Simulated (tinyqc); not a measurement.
MOS capacitor with interface traps: C-V stretch-out, conductance peak and subthreshold swing: one step, computed by the program tinyqc.

Energies at the interface are counted from the valence band. psi > 0 means bending towards depletion, so the surface potential is +psi. Boltzmann statistics, full ionisation, no quantum confinement. Traps are neutral when filled up to E_n, with a sharp (zero-temperature) occupation.

Task: Conductance peak. v = sqrt(3 k_B T/m) with the majority mass; surface density n_s = N exp(-psi/k_B T); tau = 1/(sigma v n_s); for a continuum of levels G_p/omega = C_it ln(1 + omega^2 tau^2)/(2 omega tau), which peaks at omega tau = 1.98, the frequency 1.98/(2 pi tau); potential fluctuations are left out.

Inputs (values chosen for the exercise, modelled on germanium, with an insulator like SiO2):
```
quantity                              value   unit
hole mass m_h                         0.341    m_0
doping N                            1.6e+17  cm^-3
capture cross-section sigma           5e-16   cm^2
band bending towards depletion psi     0.14      V
temperature T                           350      K
```

Substrate: p-type. Trap spectrum: U-shaped.

k_B T = 0.03016067 eV

C_it = 0.1984278 microF/cm^2

Constants: k_B = 1.380649e-23 J/K; m_0 = 9.1093837015e-31 kg.

Give: v; n_s; trap time constant; peak frequency; peak of G_p/omega.

Result:

v = 2.1603e+07 cm/s

n_s = 1.5424e+15 cm^-3

trap time constant = 6.0021e-08 s

peak frequency = 5.2502e+06 Hz

peak of G_p/omega = 0.079842 microF/cm^2
